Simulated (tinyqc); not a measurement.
# Off-state leakage of single and stacked transistors: leakage components against the temperature

n-channel devices of unit width. Subthreshold current I(Vg, Vs, Vd) = I0 (T/300 K)^0.5 exp[(Vg - Vs - VT(T) - gb (Vs - Vb) + dd (Vd - Vs))/(nf Vt)] (1 - exp(-(Vd - Vs)/Vt)), VT(T) = VT - cT (T - 300 K). Gate-edge tunnelling Ig (Vd/1 V) exp(ag (Vd - 1 V)), for a gate at 0 V, and band-to-band leakage Ab u exp(-Bb/u), u = Vd - Vb + 1 V, flow at a drain held at V; both are taken as independent of T. In a stack of off transistors (all gates at 0 V) the same subthreshold current passes through each.

One transistor with Vg = Vs = 0, Vd = V; stack factor I(one)/I(two in series).

Inputs (values chosen for the exercise); values of the order met in bulk silicon logic transistors: supply voltage V = 1.1 V; threshold at 300 K, zero drain and body bias VT = 0.4 V; fall of the threshold with temperature cT = 0.9 mV/K; current at threshold at 300 K I0 = 0.19 uA/um; slope factor nf = 1.52; drain-induced lowering per volt dd = 0.15; rise of the threshold per volt of source-body bias gb = 0.09; gate-edge tunnelling current at 1 V Ig = 0.0004 uA/um; exponential slope of the gate current ag = 3.6 1/V; prefactor of band-to-band leakage at the drain Ab = 8 uA/(um V); its exponential voltage Bb = 23 V; body voltage Vb = 0 V.

Constants: q = 1.602176634e-19 C, kB = 1.380649e-23 J/K, Vt = kB T/q. Results are converted to the units shown.

The same in every row: gate edge (nA/um) = 0.6307; band-to-band (nA/um) = 0.2943.

Results:

| T (K) | subthreshold (nA/um) | total (nA/um) | stack factor | largest part |
|---|---|---|---|---|
| 250 | 0.03355 | 0.9585 | 89.90 | gate edge |
| 275 | 0.1430 | 1.068 | 59.88 | gate edge |
| 300 | 0.4803 | 1.405 | 42.73 | gate edge |
| 325 | 1.343 | 2.268 | 32.15 | subthreshold |
| 350 | 3.253 | 4.178 | 25.23 | subthreshold |
| 375 | 7.018 | 7.943 | 20.47 | subthreshold |
| 425 | 25.04 | 25.97 | 14.56 | subthreshold |

Estimate the missing row, T = 400 K.

Computed row:

| T (K) | subthreshold (nA/um) | total (nA/um) | stack factor | largest part |
|---|---|---|---|---|
| 400 | 13.78 | 14.71 | 17.07 | subthreshold |

With this row back in the table: As T goes from 250 to 425, the total leakage rises from 0.958 to 26.0 nA/um. The gate edge part leads at T = 250, the subthreshold part from 325 on. The subthreshold part doubles every 29.0 K between the last two rows. The reduction by a stack of two falls from 89.9 to 14.6, for the subthreshold part alone. For T = 400, 425 the gate is within about 3 nf Vt of threshold, where the exponential law overstates the current.

Computed by the program tinyqc: `OMP_NUM_THREADS=1 python tinyqc.py 2242121 2242122 out.jsonl`, one thread of a shared Intel Xeon 2.30GHz, about 0.03 s for the whole run.
